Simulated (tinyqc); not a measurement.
Thickness series: Landau-Devonshire theory of a uniaxial ferroelectric. Computed by tinyqc, a small Python program. Command: `OMP_NUM_THREADS=1 python tinyqc.py 3007796 3007797 out.jsonl ferro walk`. One thread of a shared host (Intel(R) Xeon(R) Processor @ 2.30GHz), about 0.01 s of CPU time with the checks.

G(P) = (alpha/2) P^2 + (beta*/4) P^4 + (gamma/6) P^6 - E P per volume, SI units, one domain, P along the polar axis, which is normal to the film.

Inputs (values chosen for the exercise, modelled on barium titanate): alpha_0 = 646000 J m/(C^2 K); Curie-Weiss temperature T0 = 381 K; beta = -7.78e+08 J m^5/C^4; gamma = 1.66e+10 J m^9/C^6; temperature T = 316 K; misfit strain u_m = -0.007; electrostriction Q12 = -0.043 m^4/C^2; compliance s11 + s12 = 5.6e-12 m^2/N; film thickness d = 12 nm; screening length lambda = 0.024 nm; background permittivity eps_b = 20; series capacitance C_d = 5.7 microfarad/cm^2.

Sample: epitaxial film.

Constants: eps_0 = 8.8541878128e-12 F/m.

Method:
- alpha = alpha_0 (T - T0*), with clamping: T0* = T0 + 4 Q12 u_m/(alpha_0 (s11 + s12)), beta* = beta + 4 Q12^2/(s11 + s12).
- Ps^2 = [-beta* + sqrt(beta*^2 - 4 alpha gamma)]/(2 gamma).
- chi = 1/(eps_0 G''), G'' = alpha + 3 beta* P^2 + 5 gamma P^4 at Ps. Ps, chi and the coercive field are for perfect screening, without a depolarising field. The intrinsic coercive field is |alpha P + beta* P^3 + gamma P^5| at the P_c where G'' = 0. 1 C/m^2 = 100 microcoulomb/cm^2.
- Between shorted electrodes with screening length lambda each, the depolarising field is -k P, k = 2 lambda/(eps_0 (d + 2 lambda eps_b)), so alpha turns into alpha + k.
- The polar state is the lowest uniform state while alpha + k < 0 (beta* > 0) or < 3 beta*^2/(16 gamma) (beta* < 0); setting the equality gives the critical thickness d_c.
- Domains are left out, though they can pre-empt both the loss of P and the state at P = 0. The second and third columns are for the shorted capacitor, polar only where it is the lowest uniform state: alpha + k < 0 (beta* > 0) or < 3 beta*^2/(16 gamma) (beta* < 0). The last column is another circuit, the film in series with C_d at P = 0: 1/C = (alpha d)/(1 + alpha eps_0 eps_b) + 1/C_d, and P = 0 is locally stable while 1/C > 0; a dash marks the rest.

alpha = -2.56990e+08 J m/C^2

beta* = 5.42714e+08 J m^5/C^4

critical thickness d_c = 20.1348 nm

spontaneous polarisation Ps = 33.0373 microcoulomb/cm^2

Against thickness:
```
d (nm)  P (microcoulomb/cm^2)  depolarising field (MV/m)  C of the stack / C_d
1                       0.000                      0.000                 1.016
2                       0.000                      0.000                 1.032
3                       0.000                      0.000                 1.048
5                       0.000                      0.000                 1.083
8                       0.000                      0.000                 1.140
15                      0.000                      0.000                 1.299
30                     23.615                     41.350                 1.853
60                     29.256                     26.017                12.628
150                    31.656                     11.368                     -
```

The polar state appears between 15 and 30 nm (d_c = 20.1 nm), and at 150 nm P is 95.8 % of Ps. The stack exceeds C_d wherever it is stable, up to 12.6 times: the ferroelectric held at P = 0 acts as a negative capacitance. Caution: far below T0* the expansion with linear alpha(T) is only a fit.

Extremes, crossings and ranges named in words are read from the listed rows.
